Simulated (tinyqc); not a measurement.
Comparisons within one model: Slater-Koster d bands of an fcc metal. A value that a table varies takes the place of the one given here.

Slater-Koster d bands. For a bond with direction cosines (l, m, n) the 5 x 5 block is dds Ps + ddp Pp + ddd (1 - Ps - Pp), the projectors on sigma, pi and delta states about the bond; for instance <xy|xy> = 3 l^2 m^2 dds + (l^2 + m^2 - 4 l^2 m^2) ddp + (n^2 + l^2 m^2) ddd, <xy|yz> = 3 l m^2 n dds + l n (1 - 4 m^2) ddp + l n (m^2 - 1) ddd and <3z2-r2|3z2-r2> = (n^2 - (l^2 + m^2)/2)^2 dds + 3 n^2 (l^2 + m^2) ddp + (3/4)(l^2 + m^2)^2 ddd. H(k) sums the blocks times cos(k.R) over the neighbours; the d level is the zero of energy; k in 2 pi/a.

Neighbours: twelve at (a/2)(1,1,0) and equivalents.

Mesh: k = f1 b1 + f2 b2 + f3 b3 with fractions (j + 1/2)/N, j = 0 to N - 1, and b = (-1,1,1), (1,-1,1), (1,1,-1) for fcc, (0,1,1), (1,0,1), (1,1,0) for bcc, unit vectors for simple cubic. The lowest Nd/10 of all levels are filled with two electrons each; the bond energy is their sum per atom.

Inputs chosen for the exercise (of the size met in Ir; the results hold for these values, not for the real material): dds = -0.994 eV (dd sigma); ddp = 0.417 eV (dd pi); ddd = -0.159 eV (dd delta); N = 10 (mesh); f2 = 0.487 (factor for second neighbours in bcc).

## Band filling: full bands against the rectangular model

W = sqrt(12 mu2) with mu2 the mean square level on the mesh; rectangular model: Fermi level W (Nd/10 - 1/2), bond energy -W Nd (10 - Nd)/20. The Fermi level of the mesh is the highest filled level.

Per atom (eV):

| Nd | EF, bands | bond energy, bands | EF, rectangle | bond energy, rectangle |
|---|---|---|---|---|
| 1 | -2.299 | -2.839 | -2.528 | -2.843 |
| 2 | -1.848 | -4.930 | -1.896 | -5.055 |
| 3 | -1.321 | -6.495 | -1.264 | -6.635 |
| 4 | -0.936 | -7.643 | -0.632 | -7.583 |
| 5 | 0.063 | -8.065 | 0.000 | -7.899 |
| 6 | 0.838 | -7.675 | 0.632 | -7.583 |
| 7 | 1.359 | -6.567 | 1.264 | -6.635 |
| 8 | 1.889 | -4.945 | 1.896 | -5.055 |
| 9 | 2.458 | -2.750 | 2.528 | -2.843 |

W = 6.319 eV
full width on the mesh = 7.178 eV

The bond energy is deepest at Nd = 5 (-8.065 eV); the rectangle has its minimum at 5. The two differ most at Nd = 5, by 0.167 eV or 2 % of the deepest value: the second moment fixes the parabola, and higher moments the rest. At Nd = 3 and 7 the bands give -6.495 and -6.567 eV, a skew towards more than half filling.

## Which lattice a d-band metal prefers

fcc has twelve neighbours, bcc eight and six (the six times f2), simple cubic six. The integrals of bcc and sc are scaled so that all three have the second moment of fcc, which stands for equal repulsion (structural energy difference theorem). s and p electrons are left out.

Bond energy per atom:

| Nd | fcc (eV) | bcc - fcc (meV) | sc - fcc (meV) |
|---|---|---|---|
| 1 | -2.839 | 187 | -408 |
| 2 | -4.930 | 62 | -198 |
| 3 | -6.495 | -270 | 143 |
| 4 | -7.643 | -345 | 645 |
| 5 | -8.065 | 70 | 863 |
| 6 | -7.675 | 353 | 677 |
| 7 | -6.567 | 288 | 215 |
| 8 | -4.945 | 78 | -184 |
| 9 | -2.750 | -138 | -497 |

scale factors: bcc 1.1285, sc 1.4142

mu3/mu2^1.5: fcc -0.028, bcc -0.030, sc 0.000

mu4/mu2^2: fcc 1.762, bcc 1.718, sc 2.861

largest change of a difference when N is raised to 14 = 26 meV

fcc is lowest for Nd = 5, 6 and 7. bcc is lowest for Nd = 3 and 4. sc is lowest for Nd = 1, 2, 8 and 9. bcc gains most on fcc at Nd = 4 (-345 meV). A small fourth moment marks a two-peaked band, which tends to favour fillings near one half; bcc has -3 % against fcc, and at Nd = 5 it lies +70 meV from fcc, which the fourth moment alone does not explain (differences of a few tens of meV are within the error of the mesh; hcp is left out, and this d-only model can miss the lattice of the real metal). The third moments, from three-membered rings, skew the bands. That simple cubic wins anywhere comes from keeping d bands and equal second moments alone; no transition metal takes it. Differences below about 26 meV are within the error of this mesh, and the s and p electrons left out weigh most where the d band is nearly empty or full.

## What each integral does

Levels at Gamma, E(t2g) = 3 dds + 4 ddp + 5 ddd, E(eg) = 1.5 dds + 6 ddp + 4.5 ddd, and W = sqrt(12 mu2), the width of a rectangular band with the same second moment mu2 = z (dds^2 + 2 ddp^2 + 2 ddd^2)/5, z = 12. Each row changes one parameter from the base and keeps the others.

Results:

| case | t2g (eV) | eg (eV) | W (eV) |
|---|---|---|---|
| base | -2.1090 | 0.2955 | 6.3188 |
| dds = -0.8449 eV | -1.6617 | 0.5192 | 5.6596 |
| ddp = 0.4795 eV | -1.8590 | 0.6705 | 6.5692 |
| ddd = -0.1351 eV | -1.9895 | 0.4031 | 6.2867 |

The largest shifts from the base row, up to three for each result and ties (the steps differ in size, so this ranks the rows, not the parameters). t2g (eV): dds +0.4473, ddp +0.2500, ddd +0.1195. eg (eV): ddp +0.3750, dds +0.2237, ddd +0.1076. W (eV): dds -0.6592, ddp +0.2504, ddd -0.0321. The ratio of the shifts of t2g and eg names the integral: 3 : 1.5 for dds, 4 : 6 for ddp, 5 : 4.5 for ddd.

tinyqc: `OMP_NUM_THREADS=1 python tinyqc.py 1452609 1452610 out.jsonl`; about 0.06 s, one thread, shared Intel(R) Xeon(R) Processor @ 2.30GHz.
